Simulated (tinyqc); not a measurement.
Quasi-harmonic thermal expansion with mode Grueneisen parameters. Changing the temperature T. Computed by tinyqc, a small Python program. Command: `OMP_NUM_THREADS=1 python tinyqc.py 3028991 3028992 out.jsonl qha sweep`. One thread of a shared host (Intel(R) Xeon(R) Processor @ 2.30GHz), about 0.08 s of CPU time with the checks.

A crystal with two atoms a cell; per atom there are 1 transverse acoustic (TA), 1/2 longitudinal acoustic (LA) and 3/2 optical (O) modes. Every frequency of group i scales as nu_i (V/V0)^(-gamma_i). Each group has one frequency. Static energy: E = (9 V0 B0/16) [y^3 B' + y^2 (2 - 4 y)], y = (V0/V)^(2/3) - 1, with pressure P_s = (3 B0/2) (z^7 - z^5) [1 + (3/4)(B' - 4)(z^2 - 1)], z = (V0/V)^(1/3).

Inputs (values chosen for the exercise, modelled on gallium nitride):
```
quantity                        value             unit
static volume V0                 11.4  angstrom^3/atom
static bulk modulus B0            207              GPa
static B'                        4.32                -
frequency nu_TA                  5.32              THz
frequency nu_LA                  9.46              THz
frequency nu_O                   17.8              THz
Grueneisen parameter gamma_TA  0.0062                -
Grueneisen parameter gamma_LA    0.89                -
Grueneisen parameter gamma_O      1.2                -
step factor f                     0.8                -
```

Acoustic groups: Einstein.

Constants: h x 1 THz = 4.135667696 meV; k_B = 8.617333262e-05 eV/K; 1 eV/angstrom^3 = 160.2176634 GPa.

Method:
- For a mode with x = h nu/(k_B T), n = 1/(exp(x) - 1): U = h nu (n + 1/2), C/k_B = x^2 n (n + 1); U_i and C_i sum these over group i with its weight per atom.
- Phonon pressure P_ph = sum_i gamma_i U_i/V.
- gamma_th = sum gamma_i C_i / sum C_i; volume expansion coefficient alpha_V = gamma_th C k_B/(B0 V0); linear coefficient alpha_V/3; first-order volume change P_ph/B0.
- Start at V0 and step V(new) = V [1 + f (P_s + P_ph)/B0]; stop when |P_s + P_ph| < 1e-8 GPa, after 60 steps, or when V leaves 0.7 to 1.3 V0.
- B_T = -V d(P_s + P_ph)/dV at fixed T (central difference, step 1e-4 V); alpha_V = sum gamma_i C_i k_B/(B_T V), all at V(T); the linear coefficient is alpha_L = alpha_V/3.
- C_P - C_V = alpha_V^2 B_T V T; the optical frequency is nu_O (V/V0)^(-gamma_O).

One run for each value; columns: (1) temperature T (K); (2) linear expansion coefficient (ppm/K); (3) gamma_th at V0; (4) volume change from V0 (%); (5) isothermal bulk modulus B_T (GPa); (6) C_P - C_V (k_B/atom):
```
(1)         (2)     (3)    (4)    (5)        (6)
20    5.732e-06  0.0063  0.511  204.7  1.005e-15
30    2.342e-04  0.0081  0.511  204.7  2.517e-12
44    4.437e-03  0.0212  0.511  204.7  1.324e-09
65    4.553e-02  0.0670  0.511  204.7  2.061e-07
96    2.246e-01  0.1633  0.512  204.7  7.407e-06
140   7.038e-01  0.3179  0.518  204.6  1.060e-04
310   2.716e+00  0.6254  0.610  203.7  3.483e-03
460   3.531e+00  0.6916  0.754  202.5  8.696e-03
680   4.025e+00  0.7231  1.008  200.7  1.659e-02
1000  4.309e+00  0.7377  1.415  197.9  2.768e-02
```

Give the missing row, temperature T (K) = 210.

Computed row; columns: (1) temperature T (K); (2) linear expansion coefficient (ppm/K); (3) gamma_th at V0; (4) volume change from V0 (%); (5) isothermal bulk modulus B_T (GPa); (6) C_P - C_V (k_B/atom):
```
(1)        (2)     (3)    (4)    (5)        (6)
210  1.665e+00  0.5027  0.543  204.4  8.891e-04
```

Interpolating between the two neighbouring rows (the first column on a logarithmic scale, the others too where they are positive) misses most in C_P - C_V (k_B/atom), by 29 %. Over the rows, linear expansion coefficient (ppm/K) rises from 5.73e-6 to 4.31 (exponent d ln y / d ln x 9.2 between the first rows and 0.18 between the last); gamma_th at V0 rises from 0.00627 to 0.738 (exponent d ln y / d ln x 0.62 between the first rows and 0.052 between the last); volume change from V0 (%) rises from 0.511 to 1.42. alpha follows sum gamma_i C_i: each group joins once k_B T nears its h nu, the softest first. C_P - C_V goes as alpha^2 T.

Caution (rows 20.0, 30.0): k_B T is far below h nu_TA; one frequency a group leaves out the long acoustic waves, so heat capacity and expansion coefficient come out far too small in size.
